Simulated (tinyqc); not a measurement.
What moves the results: double quantum well by finite differences. A value that a table varies takes the place of the one given here.

Finite differences on points z_i at the centres of cells of width h: H_ii = (c/h^2)(1/m_(i-1/2) + 1/m_(i+1/2)) + V_i, H_(i,i+1) = -(c/h^2)/m_(i+1/2), where m_(i+1/2) is the mean of the masses at the two points (the end values are repeated outwards), psi = 0 on the points beyond both ends, c = hbar^2/2m0. The field adds e F (z - z0) with z0 the middle of the structure; 1 kV/cm = 1e-5 eV/angstrom.

Constants: hbar^2/2m0 = 3.80998211 eV angstrom^2.

Values chosen for the exercise (near those of a GaAs well in AlGaAs; shifted at random, so the results belong to these values and not to a real crystal): layers = ((64, 0.259, 0.0936), (64, 0, 0.0656), (16, 0.259, 0.0936), (80, 0, 0.0656), (64, 0.259, 0.0936)) (each layer: thickness in angstrom, band edge in eV, mass in m0); hf = 1 angstrom (cell width of the fine grid); Fs = (0, 8.33, 16.7, 25, 33.3, 41.7, 50) kV/cm (fields); F = 0 kV/cm (field along z); ws = (4, 8, 12, 16, 24, 32, 48) angstrom (widths of the middle barrier).

## Stark shift

Fine grid. Perturbation theory: dE1 = e F z_11 - beta (e F)^2 with beta = sum_j z_1j^2/(E_j - E_1) over the 13 next levels at zero field, z from z0.

Levels against field:

| F (kV/cm) | E1 (eV) | E2 (eV) | dE1 (meV) | second order (meV) | <z - z0> (angstrom) | E2 - E1 (meV) |
|---|---|---|---|---|---|---|
| 0 | 0.0385 | 0.0604 | 0.00 | 0.00 | 22.8 | 21.9 |
| 8.33 | 0.0399 | 0.0584 | 1.43 | 1.51 | 10.6 | 18.5 |
| 16.7 | 0.0401 | 0.0575 | 1.61 | 2.24 | -6.7 | 17.4 |
| 25.0 | 0.0388 | 0.0579 | 0.35 | 2.19 | -22.9 | 19.1 |
| 33.3 | 0.0365 | 0.0594 | -2.03 | 1.35 | -33.6 | 22.9 |
| 41.7 | 0.0333 | 0.0614 | -5.14 | -0.28 | -39.8 | 28.1 |
| 50.0 | 0.0299 | 0.0638 | -8.60 | -2.67 | -43.4 | 33.9 |

z_11 = 22.83 angstrom
beta = 5.635e+04 angstrom^2/eV

What does this show, and why?

The state sits +22.8 angstrom off the middle at zero field, so the shift starts linearly in F. At 50 kV/cm E1 has moved by -8.60 meV, where second order gives -2.67 meV; the two first part by more than 10 % at 16.7 kV/cm. The electron moves by -66.2 angstrom, against the rise of the potential. E2 - E1 has its smallest listed value inside the range; the ends are 21.9 and 33.9 meV.

## Order of mass and momentum

Fine grid. Hermitian kinetic operators m^a p m^b p m^a with 2a + b = -1: H_ii = (c/h^2) m_i^(2a) (m_(i-1/2)^b + m_(i+1/2)^b) + V_i, H_(i,i+1) = -(c/h^2) m_i^a m_(i+1)^a m_(i+1/2)^b; BenDaniel-Duke is a = 0. The halved form has H_ii = 2c/(h^2 m_i) + V_i and H_(i,i+1) = -(c/2h^2)(1/m_i + 1/m_(i+1)). The shifts are measured against BenDaniel-Duke; the last column repeats E1 with cells of hf/4.

Levels (eV):

| operator | E1 | E2 | E1 - E1(BDD) (meV) | E1 at hf/4 |
|---|---|---|---|---|
| BenDaniel-Duke | 0.0385 | 0.0604 | 0.0 | 0.0385 |
| (1/m) p^2 + p^2 (1/m), halved | 0.0260 | 0.0553 | -12.4 | -0.1780 |
| m^(-1/2) p^2 m^(-1/2) | 0.0464 | 0.0712 | 7.9 | 0.0464 |
| m^(-1/4) p m^(-1/2) p m^(-1/4) | 0.0424 | 0.0658 | 3.9 | 0.0424 |
| one mass, the smallest | 0.0408 | 0.0667 | 2.3 | 0.0408 |

What does this show?

The three forms m^a p m^b p m^a span 7.9 meV in E1, 36 % of E2 - E1; they differ only at the mass steps (largest to smallest mass 1.43), where m^a psi is the continuous quantity. Dropping the mass step altogether moves E1 by +2.3 meV. Refining the grid moves the halved form by -204.1 meV, against at most 0.02 meV for the other three: at an abrupt step it has no limit as the grid is refined.

## Middle barrier of the double well

Fine grid, zero field, the third layer set to each width in turn. kappa = sqrt(m (V - E)/c) in that layer at the mean of E1 and E2 of the last row.

Splitting:

| width (angstrom) | E1 (eV) | E2 (eV) | E2 - E1 (meV) | ln(E2 - E1) |
|---|---|---|---|---|
| 4.00 | 0.0263 | 0.0673 | 40.94 | 3.712 |
| 8.00 | 0.0321 | 0.0644 | 32.33 | 3.476 |
| 12.00 | 0.0359 | 0.0621 | 26.19 | 3.265 |
| 16.00 | 0.0385 | 0.0604 | 21.93 | 3.088 |
| 24.00 | 0.0411 | 0.0584 | 17.28 | 2.850 |
| 32.00 | 0.0421 | 0.0576 | 15.50 | 2.741 |
| 48.00 | 0.0425 | 0.0572 | 14.69 | 2.687 |

kappa = 0.0717 1/angstrom

How do the results move?

The splitting falls from 40.9 to 14.69 meV; the last slope of its logarithm is -0.0034 per angstrom, far from -kappa = -0.0717: the wells differ in width, so E2 - E1 levels off at the detuning of the two single-well levels.

Program tinyqc; command `OMP_NUM_THREADS=1 python tinyqc.py 1282282 1282283 out.jsonl`; about 0.01 s on one thread of a shared Intel(R) Xeon(R) Processor @ 2.30GHz.
